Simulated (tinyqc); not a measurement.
Inside a calculation: Penn model of the dielectric constant and Phillips ionicity. Values are carried at full precision from step to step, so a last printed digit may differ when a step is redone from the rounded ones.

n = 32/a^3; Ep^2 = 8 pi c e2 n with c = hbar^2/2m0, e2 = e^2/(4 pi eps0); EF = c (3 pi^2 n)^(2/3); eps = 1 + (Ep/Eg)^2 S with S = 1 - Eg/(4 EF) + (Eg/(4 EF))^2/3, Eg the Penn gap. Core d shells are left out.

Constants: hbar^2/2m0 = 3.80998211 eV angstrom^2; e^2/(4 pi eps0) = 14.39964547 eV angstrom.

Parameters, chosen for this exercise (out of a larger set: near those of InAs; not measured data): a = 6.083 angstrom (cubic lattice constant, 32 valence electrons a cell); ei = 12.25 (high-frequency dielectric constant).

## Valence electron gas

Evaluate n, Ep and EF.

n = 0.14217 1/angstrom^3
Ep = 14.001 eV
EF = 9.933 eV

## Penn gap from the dielectric constant

Start with S = 1 and repeat Eg = Ep sqrt(S/(ei - 1)) until Eg changes by less than 1e-6 eV.

Iterations:
```
step  Eg in (eV)       S  Eg out (eV)
1         4.1743  0.8986       3.9570
2         3.9570  0.9037       3.9682
3         3.9682  0.9034       3.9676
4         3.9676  0.9035       3.9677
5         3.9677  0.9035       3.9677
6         3.9677  0.9035       3.9677
```

Penn gap Eg = 3.968 eV

The factor S lowers the gap by 0.207 eV from the first estimate. The Penn gap is a mean bonding-antibonding separation, near the main peak of eps2, not the smallest gap.

## Homopolar and ionic parts

Phillips: bond length d = sqrt(3) a/4; homopolar gap Eh = 39.74 d^(-2.48) eV (d in angstrom); Eg^2 = Eh^2 + C^2; ionicity fi = C^2/Eg^2.

Split the gap.

d = 2.6340 angstrom
Eh = 3.598 eV
C = 1.67 eV
fi = 0.178

fi lies below the value 0.785 that divides fourfold from sixfold coordination in this scheme. The tabulated Phillips value of C for InAs is about 2.7 eV; this model, without its d-shell factor and with shifted inputs, gives 0.62 times that.

## Checks

- Penn gap by iteration against bisection (eV): both 3.968.

tinyqc: `OMP_NUM_THREADS=1 python tinyqc.py 1680682 1680683 out.jsonl`; about 0.01 s, one thread, shared Intel(R) Xeon(R) Processor @ 2.30GHz.
